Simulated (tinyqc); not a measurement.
Elastic strain and critical thickness of a cubic alloy layer A(1-x)B(x) on a thick substrate: one step, computed by the program tinyqc. Command: `OMP_NUM_THREADS=1 python tinyqc.py 3024453 3024454 out.jsonl misfit walk`. One thread of a shared host (Intel(R) Xeon(R) Processor @ 2.30GHz), about 0.01 s of CPU time with the checks.

Strain is positive in tension. The layer is coherent with the substrate unless said otherwise.

Task: Symmetric X-ray reflection. Reflection 004: d = a_perp/sqrt(16), with a_perp = a (1 + e_perp) for the coherent layer, a for the relaxed layer and a_S for the substrate; sin(theta) = lambda/(2 d).

Inputs (values chosen for the exercise, modelled on Ga(1-x)In(x)As on InP): substrate lattice constant a_S = 5.869 angstrom; X-ray wavelength = 1.540593 angstrom.

Growth plane: (001).

free lattice constant a = 5.93245 angstrom

normal strain e_perp = 0.01088702

Give: Bragg angles; peak separation of the coherent layer.

Result:

Bragg angles:
```
crystal         a_perp (angstrom)  theta (degrees)  from substrate (arcsec)
substrate                   5.869            31.67                        0
coherent layer              5.997            30.92                    -2706
relaxed layer               5.932            31.29                    -1358
```

peak separation of the coherent layer = -2706 arcsec
